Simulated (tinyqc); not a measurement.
Inside a calculation: double quantum well by finite differences. Values are carried at full precision from step to step, so a last printed digit may differ when a step is redone from the rounded ones.

Finite differences on points z_i at the centres of cells of width h: H_ii = (c/h^2)(1/m_(i-1/2) + 1/m_(i+1/2)) + V_i, H_(i,i+1) = -(c/h^2)/m_(i+1/2), where m_(i+1/2) is the mean of the masses at the two points (the end values are repeated outwards), psi = 0 on the points beyond both ends, c = hbar^2/2m0. The field adds e F (z - z0) with z0 the middle of the structure; 1 kV/cm = 1e-5 eV/angstrom.

Constants: hbar^2/2m0 = 3.80998211 eV angstrom^2.

Parameters, chosen for this exercise (near those of an InGaAs well in InAlAs; the results hold for these values, not for the real material):
```
symbol  value                                                                                              unit      meaning
layers  ((51, 0.508, 0.0732), (68, 0, 0.0404), (17, 0.508, 0.0732), (68, 0, 0.0404), (51, 0.508, 0.0732))            each layer: thickness in angstrom, band edge in eV, mass in m0
F       21                                                                                                 kV/cm     field along z
h       17                                                                                                 angstrom  cell width of the coarse grid
hf      1.0625                                                                                             angstrom  cell width of the fine grid
```

## The coarse grid

List the points, the potential with the field, and the masses.

Grid:
```
i   z (angstrom)   V (eV)  m (m0)
1            8.5   0.4830  0.0732
2           25.5   0.4866  0.0732
3           42.5   0.4901  0.0732
4           59.5  -0.0143  0.0404
5           76.5  -0.0107  0.0404
6           93.5  -0.0071  0.0404
7          110.5  -0.0036  0.0404
8          127.5   0.5080  0.0732
9          144.5   0.0036  0.0404
10         161.5   0.0071  0.0404
11         178.5   0.0107  0.0404
12         195.5   0.0143  0.0404
13         212.5   0.5259  0.0732
14         229.5   0.5294  0.0732
15         246.5   0.5330  0.0732
```

## The tridiagonal Hamiltonian

Form the diagonal and the neighbouring elements; V in the grid already includes the field.

diagonal H_ii (eV): 0.8432  0.8468  0.9024  0.5441  0.6419  0.6455  0.5549  0.9722  0.5620  0.6598  0.6634  0.5727  0.9381  0.8896  0.8932

H_(i,i+1) (eV): -0.1801  -0.1801  -0.2321  -0.3263  -0.3263  -0.3263  -0.2321  -0.2321  -0.3263  -0.3263  -0.3263  -0.2321  -0.1801  -0.1801

## Lowest levels on the coarse grid

Diagonalise the symmetric tridiagonal matrix; give the three lowest levels and the weights u_i^2 (sum 1) of the two lowest.

levels (eV): 0.0584  0.0862  0.2802

weights on the points:
```
             1      2      3      4      5      6      7      8      9     10     11     12
level 1  0.000  0.001  0.012  0.145  0.239  0.243  0.159  0.025  0.051  0.056  0.044  0.023
level 2  0.000  0.000  0.004  0.049  0.069  0.051  0.016  0.004  0.139  0.248  0.253  0.152

            13     14     15
level 1  0.002  0.000  0.000
level 2  0.013  0.001  0.000
```

## Halving the cell width

The same with h, h/2, ..., h/32. The end points move with h, since psi vanishes half a cell beyond the structure. Richardson value (4 E(h/32) - E(h/16))/3.

Convergence:
```
cell (angstrom)  points  E1 (eV)  E2 (eV)  E1 - finest (meV)
17.0000              15  0.05838  0.08618            -13.426
8.5000               30  0.06778  0.09542             -4.023
4.2500               60  0.07075  0.09828             -1.048
2.1250              120  0.07155  0.09904             -0.253
1.0625              240  0.07175  0.09923             -0.051
0.5312              480  0.07180  0.09928              0.000
```

Richardson values of E1, E2 (eV): 0.07182  0.09929

The coarse grid is 13.4 meV too low in E1. The last differences between rows shrink by a factor 4.0 (4 for a pure h^2 error, 2 for one linear in h).

## Positions and dipoles on the fine grid

With h sum psi^2 = 1: <z - z0> of three levels, |z_12| and |z_13|, the mass m1 from 1/m1 = <1|1/m|1>, and f_1j = (m1/c)(E_j - E_1) z_1j^2.

levels (eV): 0.0718  0.0992  0.3148

<z - z0> (angstrom): -27.7  26.3  -10.2

|z_12|, |z_13| (angstrom): 32.55  9.24

m1 = 0.0417 m0

f_12, f_13: 0.318  0.227

Parity is broken, so the 1-3 transition is allowed, with 0.71 times the strength of 1-2. E2 - E1 = 27.5 meV, a wavelength of 45.1 micrometre (hc = 1239.841984 eV nm).

## Checks

- E1 at zero field on the grid h/32 against transfer matrices between the same hard ends, eV: both 0.0751.

Program tinyqc; command `OMP_NUM_THREADS=1 python tinyqc.py 1252254 1252255 out.jsonl`; about 0.04 s on one thread of a shared Intel(R) Xeon(R) Processor @ 2.30GHz.
